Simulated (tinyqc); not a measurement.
# Gap and screening length from two transmissions

Question. At the source junction of a tunnel FET, T(w) = exp(-S), S = 2 pi lam sqrt(m/(C Eg)) [w + Eg/2 - sqrt(w (w + Eg))], C = hbar^2/(2 m0). Find Eg (between 0.1 and 3 eV) and lam.

Inputs (values chosen for the exercise): band-edge mass of the two-band model m = 0.053 m0.

Constants: q = 1.602176634e-19 C, hbar = 1.054571817e-34 J s, m0 = 9.1093837015e-31 kg, hbar^2/(2 m0) = 0.0380998212 eV nm^2. Results are converted to the units shown.

T(w) at w = 0.11 and 0.35 eV: [0.031053579, 0.12971467]

Answer. The ratio of the two exponents depends on Eg alone and falls steadily with it, which fixes Eg; either exponent then gives lam.

ratio of the two S = 1.700
Eg = 0.7450 eV
lam = 2.300 nm

Numbers from tinyqc (`OMP_NUM_THREADS=1 python tinyqc.py 2620011 2620012 out.jsonl`; about 0.01 s on one thread of a shared Intel Xeon 2.30GHz).
